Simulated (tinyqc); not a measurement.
Sublattice potential against complex hopping: Haldane model. Computed by the program tinyqc. 

Honeycomb lattice:
```
parameter,value
t1 (eV),2.790000
t2 (eV),0.220000
phi (rad),2.270000
```

H_AA = delta - 2 t2 sum cos(k.b + phi), H_BB = -delta - 2 t2 sum cos(k.b - phi), H_AB = -t1 (1 + exp(-i k.a1) + exp(-i k.a2)), b = a1, a2 - a1, -a2, m = 3 sqrt3 t2 sin(phi); the sign of the Chern number follows the orientation k1 then k2.

Gaps at the two valleys (eV) and Chern number of the lower band (12 x 12 mesh):
```
delta,gap 2|delta - m|,gap 2|delta + m|,Chern number
-1.5750,4.8998,1.4002,0
-1.1370,4.0238,0.5242,0
-0.5250,2.7998,0.6998,-1
0.0000,1.7498,1.7498,-1
0.3500,1.0498,2.4498,-1
0.6560,0.4378,3.0618,-1
1.0940,0.4382,3.9378,0
1.7500,1.7502,5.2498,0
```

Here |m| = 0.8749 eV. For |delta| < |m| the two valleys have masses of opposite sign and the Chern number is +/-1; one gap closes at |delta| = |m|, and beyond it the band is trivial.
